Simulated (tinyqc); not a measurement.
Single-junction solar cell, detailed-balance limit: two steps of the calculation.

Every photon above the gap Eg makes one pair and none below is absorbed; carriers thermalise at T and move without loss. Jsc = q fs X Phi(Eg, Ts); the dark current is J0 = q ge Phi(Eg, T)/ERE with the Boltzmann factor exp(V/Vt). The efficiency is the electrical power over fs X sigma Ts^4.

Parameters, values chosen for the exercise:
```
symbol  value  unit                            meaning
Ts       5800     K  temperature of the black-body sun
Eg       0.63    eV                           band gap
```

Constants: q = 1.602176634e-19 C, kB = 1.380649e-23 J/K, h = 6.62607015e-34 J s, c = 299792458 m/s. Results are converted to the units shown.

Problem 1. Photon flux of the source, term by term. Photon flux above E from a black body at temperature T into a hemisphere: Phi(E, T) = A sum_k exp(-k E/th)[E^2 th/k + 2 E th^2/k^2 + 2 th^3/k^3], k = 1, 2, ..., with th = kB T/q in eV and A = 2 pi q^3/(h^3 c^2). The first six terms at E = Eg, T = Ts are listed; the flux takes all.

Give: th; A; terms k = 1..6; Phi(Eg, Ts).

Solution 1.

th = 0.4998 eV
A = 9.883e22 cm^-2 s^-1 eV^-3
terms k = 1..6 (eV^3): [0.2163, 0.01681, 0.002515, 4.727e-4, 9.940e-5, 2.231e-5]
Phi(Eg, Ts) = 2.334e22 cm^-2 s^-1

Problem 2. Maximum power point by substitution. v = Vmp/Vt solves (1 + v) exp(v) = 1 + Jsc/J0; v(new) = ln[(1 + Jsc/J0)/(1 + v)].

v at the start = 0
Jsc = 80.787056 mA/cm^2
J0 = 1.7687115e-4 mA/cm^2

Wanted: v after iteration 1.

Solution 2.

v after iteration 1 = 13.03

Computed by the program tinyqc: `OMP_NUM_THREADS=1 python tinyqc.py 2820026 2820027 out.jsonl`, one thread of a shared Intel Xeon 2.30GHz, about 0.01 s for the whole run.
